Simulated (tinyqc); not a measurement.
Voltage acceleration of oxide breakdown, four models on the same data: one step of the calculation.

Field E = V/tox in MV/cm. Models: ln(t63/1 s) = a - c X with X = E (E model), -1/E (1/E model), ln V (power law, c the exponent n) or sqrt(E).

Question. Projection to use conditions. Project to Vu, multiply by exp[(Ea q/kB)(1/Tu - 1/Ts)] and by ks; ten years are 3.15576e8 s. The largest voltage for ten years solves the same relation for V.

Values chosen for this exercise: oxide thickness tox = 7.7 nm; use voltage Vu = 3.5 V; stress temperature Ts = 398 K; use temperature Tu = 358 K; activation energy Ea = 0.63 eV; factor for area and percentile ks = 0.00037.

Constants: q = 1.602176634e-19 C, kB = 1.380649e-23 J/K. Results are converted to the units shown.

```
model,c,a
E,4.7367383,49.886723
1/E,376.99867,-35.231195
power,42.481139,89.193303
sqrt E,28.408105,92.330374
```

Give: temperature factor; lifetime; largest voltage for ten years.

Answer.

temperature factor = 7.7865

```
model,lifetime (years),largest voltage for ten years (V)
E,188.51,3.9774
1/E,4.7862e10,4.7862
power,3.8368e5,4.4872
sqrt E,5693.9,4.2717
```

The lifetimes span 8.40 decades, from the E model (most cautious) to the 1/E model; the allowed voltage spans 3.98 to 4.79 V. 4 of the four models pass ten years at Vu. Lifetimes beyond a thousand years are formal extrapolations.

Range of the model: All four laws are empirical fits; none is established far below the stress range.

Numbers from tinyqc (`OMP_NUM_THREADS=1 python tinyqc.py 2070091 2070092 out.jsonl`; about 0.01 s on one thread of a shared Intel Xeon 2.30GHz).
